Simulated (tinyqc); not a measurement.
Fixed-moment scan: Stoner model of a band magnet at zero temperature. Computed by tinyqc, a small Python program. Command: `OMP_NUM_THREADS=1 python tinyqc.py 3007706 3007707 out.jsonl stoner walk`. One thread of a shared host (Intel(R) Xeon(R) Processor @ 2.30GHz), about 0.01 s of CPU time with the checks.

Five orbitals per spin share one band; u = (E - E_bottom)/W runs from 0 to 1, and the states per spin, atom and energy are g = 5 d(u)/W with d = 1 - c cos(4 pi u). N(u) is the integral of d from 0. The moment m = n_up - n_down (electrons per atom) moves the fillings to n +/- m/10; the energy is E(m) = E_band(m) - I m^2/4.

Inputs (values chosen for the exercise, for a model d band):
```
quantity,value,unit
band width W,3.4,eV
filling n per spin orbital,0.27,-
Stoner parameter I,0.576,eV
depth c of the valley,0.77,-
```

Density of states: two peaks.

Method. Solve N(u_F) = n; g_F = 5 d(u_F)/W; the Stoner product is I g_F. For a moment m the Fermi levels of the two spins lie W [u(n + m/10) - u(n - m/10)] =: Delta apart; gbar = m/Delta is the mean density of states between them. A solution has I gbar = 1, is stable where gbar falls with m, or sits at saturation m_max = 10 min(n, 1 - n) if I gbar > 1 there. E_band(m) = 5 W [e(n + m/10) + e(n - m/10) - 2 e(n)], e = integral of u d(u) up to the Fermi level.

Stoner product I g_F = 1.49271

Against the moment:
```
m (mu_B),Delta (eV),I gbar,E(m) - E(0) (meV)
0.135,0.0521,1.4917,-0.87
0.405,0.1573,1.4834,-7.75
0.810,0.3208,1.4545,-30.37
1.215,0.4990,1.4024,-65.81
1.620,0.7080,1.3179,-109.67
2.025,0.9949,1.1724,-152.03
2.430,1.5964,0.8768,-156.25
2.700,2.0322,0.7653,-112.37
```

I gbar runs between 0.765 and 1.492; the energy falls with m where it exceeds 1 and rises where it is below. The lowest row is m = 2.43, below the paramagnet.

Extremes, crossings and ranges named in words are read from the listed rows.
